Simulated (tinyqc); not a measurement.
# Changing the ground-state phonon hbar omega_g

Model: configuration-coordinate model of a defect: Huang-Rhys factor and luminescence line shape. Computed by tinyqc, a small Python program. Command: `OMP_NUM_THREADS=1 python tinyqc.py 3022716 3022717 out.jsonl ccline sweep`. One thread of a shared host (Intel(R) Xeon(R) Processor @ 2.30GHz), about 0.04 s of CPU time with the checks.

Ground state E_g(Q) = (1/2) omega_g^2 Q^2; excited state E_e(Q) = E_0 + (1/2) omega_e^2 (Q - dQ)^2 with omega_e = omega_g and E_0 = E_ZPL. Q is mass-weighted; the dipole does not depend on Q (Condon approximation).

Inputs (values chosen for the exercise, for a model defect): zero-phonon energy E_ZPL = 1.13 eV; displacement dQ = 2.35 u^(1/2) angstrom; temperature T = 4 K.

Modes: equal frequencies in both states.

Constants: hbar^2/u = 4.18015928e-03 eV angstrom^2; k_B = 8.617333262e-05 eV/K.

Method:
- S = hbar omega dQ^2/(2 hbar^2/u) for each state; relaxation energy S hbar omega; absorption at E_0 + S_e hbar omega_e, emission at E_0 - S_g hbar omega_g; the Stokes shift is their difference.
- Overlaps <m_e|n_g> of harmonic-oscillator functions (Hermite recursion, positive leading coefficients) by a sum over an even grid (700 points from x = -9 to 9 + d for the small table, 1500 points from -16 to 16 + d for the thermal sums), with x = Q sqrt(omega_g/hbar), d = sqrt(2 S_g) and frequency ratio omega_e/omega_g.
- Initial levels m = 0..24 carry Boltzmann weights exp(-m hbar omega_e/k_B T), normalised; final levels n = 0..79; a line lies at E_ZPL + m hbar omega_e - n hbar omega_g with weight w_m <m|n>^2. Moments are taken over these weights without the E^3 factor; FWHM = 2 sqrt(2 ln 2) x standard deviation; the zero-phonon weight is the sum of w_m <m|m>^2.

One run for each value:
```
ground-state phonon hbar omega_g (meV)     S_g  Stokes shift (eV)  FWHM from the second moment (eV)  zero-phonon weight
5.8                                      3.831            0.04444                           0.02673          2.1682e-02
7.0                                      4.624            0.06473                           0.03545          9.8142e-03
8.5                                      5.615            0.09545                           0.04743          3.6437e-03
10.0                                     6.606            0.13211                           0.06052          1.3528e-03
12.0                                     7.927            0.19024                           0.07956          3.6096e-04
18.0                                    11.890            0.42804                           0.14616          6.8580e-06
22.0                                    14.532            0.63942                           0.19749          4.8830e-07
```

Give the missing row, ground-state phonon hbar omega_g (meV) = 15.0.

Computed row:
```
ground-state phonon hbar omega_g (meV)    S_g  Stokes shift (eV)  FWHM from the second moment (eV)  zero-phonon weight
15.0                                    9.908            0.29725                           0.11119          4.9754e-05
```

Interpolating between the two neighbouring rows (linearly) misses most in zero-phonon weight, by a factor of 3.7. Over the rows, S_g rises from 3.83 to 14.5 (exponent d ln y / d ln x about 1.00 throughout); Stokes shift (eV) rises from 0.0444 to 0.639 (exponent d ln y / d ln x about 2.0 throughout); FWHM from the second moment (eV) rises from 0.0267 to 0.197 (exponent d ln y / d ln x about 1.5 throughout). The exponent of S_g stays at 1: S goes as omega at fixed dQ.
